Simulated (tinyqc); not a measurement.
Punch-through p+-n junction, ionisation integral and breakdown: two steps of the calculation.

A p+ layer at x < 0 and an n drift layer from x = 0 to L on an n+ substrate. Depletion approximation, built-in voltage neglected. Local ionisation coefficients alpha_n = an exp(-(bn/E)^mx), alpha_p = ap exp(-(bp/E)^mx). Electrons move towards +x, holes towards x = 0.

Inputs (values chosen for the exercise); material values close to those of gallium arsenide:
```
symbol   value   unit                                           meaning
eps_r     12.9                                    relative permittivity
an      3.02e5   1/cm  prefactor of the electron ionisation coefficient
bn      6.77e5   V/cm                      field constant for electrons
ap      2.06e5   1/cm      prefactor of the hole ionisation coefficient
bp       6.7e5   V/cm                          field constant for holes
mx         1.6                                                 exponent
N       1.1e15  cm^-3                  donor density of the drift layer
L          5.7     um                      thickness of the drift layer
V         94.1      V                                   reverse voltage
fr           1         share of the depleted width that the grid covers
```

Constants: q = 1.602176634e-19 C, eps0 = 8.8541878128e-14 F/cm where lengths are in cm. Results are converted to the units shown.

Problem 1. Field and ionisation coefficients on a grid. W = sqrt(2 eps0 eps_r V/(q N)), peak field E0 = q N W/(eps0 eps_r), falling linearly to 0 at W; if W > L the layer is punched through: W = L, E0 = V/L + q N L/(2 eps0 eps_r), falling linearly to E1 = V/L - q N L/(2 eps0 eps_r). Grid: 11 equal steps from 0 to fr W.

Find: W; x; E; alpha_n; alpha_p.

Solution 1.

W = 5.700 um

| point | x (um) | E (kV/cm) | alpha_n (1/cm) | alpha_p (1/cm) |
|---|---|---|---|---|
| 0 | 0.000 | 209.1 | 430.2 | 327.0 |
| 1 | 0.518 | 201.1 | 282.1 | 215.9 |
| 2 | 1.036 | 193.1 | 176.7 | 136.3 |
| 3 | 1.555 | 185.1 | 104.9 | 81.62 |
| 4 | 2.073 | 177.1 | 58.57 | 46.00 |
| 5 | 2.591 | 169.1 | 30.40 | 24.13 |
| 6 | 3.109 | 161.1 | 14.48 | 11.64 |
| 7 | 3.627 | 153.1 | 6.225 | 5.073 |
| 8 | 4.145 | 145.1 | 2.367 | 1.960 |
| 9 | 4.664 | 137.1 | 0.7754 | 0.6540 |
| 10 | 5.182 | 129.1 | 0.2115 | 0.1823 |
| 11 | 5.700 | 121.1 | 0.04597 | 0.04063 |

Problem 2. Ionisation integrals by the trapezoid rule. G(x) = integral from 0 to x of (alpha_n - alpha_p); I_n = integral of alpha_n exp(-G) (electrons injected at x = 0), I_p = integral of alpha_p exp(G(end) - G) (holes injected at the far edge); M = 1/(1 - I). All integrals by the trapezoid rule on the grid.

| point | x (um) | alpha_n (1/cm) | alpha_p (1/cm) |
|---|---|---|---|
| 0 | 0.0000000 | 430.22498 | 326.96239 |
| 1 | 0.5181818 | 282.13127 | 215.91136 |
| 2 | 1.0363636 | 176.69914 | 136.27312 |
| 3 | 1.5545455 | 104.92997 | 81.622155 |
| 4 | 2.0727273 | 58.565098 | 45.996440 |
| 5 | 2.5909091 | 30.395208 | 24.131704 |
| 6 | 3.1090909 | 14.476865 | 11.635097 |
| 7 | 3.6272727 | 6.2248276 | 5.0730368 |
| 8 | 4.1454545 | 2.3670654 | 1.9600912 |
| 9 | 4.6636364 | 0.77540301 | 0.65401392 |
| 10 | 5.1818182 | 0.21153326 | 0.18228135 |
| 11 | 5.7000000 | 0.045974187 | 0.040626527 |

Wanted: G; alpha_n exp(-G); I_n; I_p; M_n; M_p.

Solution 2.

| point | G | alpha_n exp(-G) (1/cm) |
|---|---|---|
| 0 | 0.00000 | 430.2 |
| 1 | 0.00439 | 280.9 |
| 2 | 0.00715 | 175.4 |
| 3 | 0.00881 | 104.0 |
| 4 | 0.00974 | 58.0 |
| 5 | 0.01022 | 30.1 |
| 6 | 0.01046 | 14.3 |
| 7 | 0.01056 | 6.2 |
| 8 | 0.01060 | 2.3 |
| 9 | 0.01062 | 0.8 |
| 10 | 0.01062 | 0.2 |
| 11 | 0.01062 | 0.0 |

I_n = 0.04598
I_p = 0.03579
M_n = 1.048
M_p = 1.037

Computed by the program tinyqc: `OMP_NUM_THREADS=1 python tinyqc.py 2120107 2120108 out.jsonl`, one thread of a shared Intel Xeon 2.30GHz, about 0.1 s for the whole run.
